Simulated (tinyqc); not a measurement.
Surface potential of a MOS transistor: implicit equation and explicit approximations: accuracy of the approximations against gate voltage.

p-type body, charge-sheet picture, depletion and inversion only, full ionisation (an idealisation for deep acceptors), Boltzmann statistics (rough once Na exp(x - xn) passes about Nc/7). In units of Vt: xg = (Vg - Vfb)/Vt, x = psi/Vt, G = gamma/sqrt(Vt), xn = (2 phiF + Vc)/Vt. The implicit equation is (xg - x)^2 = G^2 [x - 1 + exp(x - xn)] for x above about 3. Cox = eps0 eox/tox.

ni = sqrt(Nc Nv) exp(-Eg/(2 Vt)), Eg in volts; phiF = Vt ln(Na/ni); gamma = sqrt(2 q eps0 eps_r Na)/Cox; VT = Vfb + Vt (xn + G sqrt(xn - 1)). Depletion value a = 1 + [sqrt(G^2/4 + xg - 1) - G/2]^2; inversion value b = xn + ln[(xg - xn)^2/G^2 - xn + 1] and first guess y = min(a, b) - ln(1 + exp(-|a - b|)) if a > xn + 1, else b = y = a; one second-order correction with D = exp(y - xn), p = 2 (xg - y) + G^2 (1 + D), w = (xg - y)^2 - G^2 (y - 1 + D): z = y + 2 w/(p + sqrt(p^2 - 2 (2 - G^2 D) w)), or the Newton step z = y + w/p where the root is not real. N_inv = (Cox Vt G/q) [sqrt(x - 1 + exp(x - xn)) - sqrt(x - 1)] at the root. Lambert form (Cox m Vt/q) W0[(G/(2 m sqrt(xn - 1))) exp((Vg - VT)/(m Vt))], m = 1 + G/(2 sqrt(xn - 1)). Errors under 1e-4 mV, and the linear form below VT, are printed as 0.

Values chosen for this exercise; band and dielectric values close to those of 4H silicon carbide:
- T = 300 K (temperature)
- Eg = 3.22 eV (band gap)
- eps_r = 9.78 (relative permittivity)
- Nc = 1.73e19 cm^-3 (conduction-band density of states at T)
- Nv = 2.49e19 cm^-3 (valence-band density of states at T)
- eox = 3.9 (relative permittivity of the gate insulator (close to silicon dioxide))
- tox = 5.6 nm (insulator thickness)
- Na = 5.4e17 cm^-3 (acceptor density)
- Vfb = -0.56 V (flat-band voltage)
- Vc = 1 V (channel-body voltage)

Constants: q = 1.602176634e-19 C, kB = 1.380649e-23 J/K, Vt = kB T/q, eps0 = 8.8541878128e-14 F/cm where lengths are in cm. Results are converted to the units shown.

Results:
```
Vg (V)  psi (V)     x - xn  error of y (mV)  error of z (mV)  N_inv (cm^-2)  Cox (Vg - VT)/q (cm^-2)  Lambert form (cm^-2)
4.33     3.6886    -13.258                0                0          28506                        0                 26185
4.53     3.8607    -6.6008          4.85e-3                0       2.1678e7                        0              2.1006e7
4.73     4.0300  -0.051366             3.32         -1.15e-3      1.4803e10                 8.8902e9             1.4820e10
4.93     4.1165     3.2940             16.4            -1.94      3.9977e11                7.7863e11             4.0408e11
5.13     4.1432     4.3255             10.9           -0.446      1.0510e12                1.5484e12             1.0625e12
5.33     4.1581     4.9023             8.11           -0.167      1.7545e12                2.3181e12             1.7733e12
5.73     4.1768     5.6268             5.66          -0.0528      3.2107e12                3.8576e12             3.2433e12
5.93     4.1836     5.8898             5.00          -0.0356      3.9503e12                4.6273e12             3.9892e12
```

Estimate the missing row, Vg = 5.53 V.

Computed row:
```
Vg (V)  psi (V)  x - xn  error of y (mV)  error of z (mV)  N_inv (cm^-2)  Cox (Vg - VT)/q (cm^-2)  Lambert form (cm^-2)
5.53     4.1686  5.3090             6.61          -0.0864      2.4775e12                3.0879e12             2.5034e12
```

With this row back in the table: psi rises from 3.69 to 4.18 V and ends 5.9 Vt above 2 phiF + Vc. Among the rows the first guess is off by at most 16 mV (at Vg = 4.93 V) and the corrected value by at most 1.9 mV. In the last row the linear form is 17 % above N_inv and the Lambert form 0.99 % above it; in the first row the Lambert form is 8.1 % below it. For Vg = 4.93, 5.13, 5.33, 5.53, 5.73, 5.93 the electron quasi-Fermi level lies less than 2 Vt below the band edge at the surface, or above it, where degeneracy and confinement, left out, matter.

Computed by the program tinyqc: `OMP_NUM_THREADS=1 python tinyqc.py 2122193 2122194 out.jsonl`, one thread of a shared Intel Xeon 2.30GHz, about 0.01 s for the whole run.
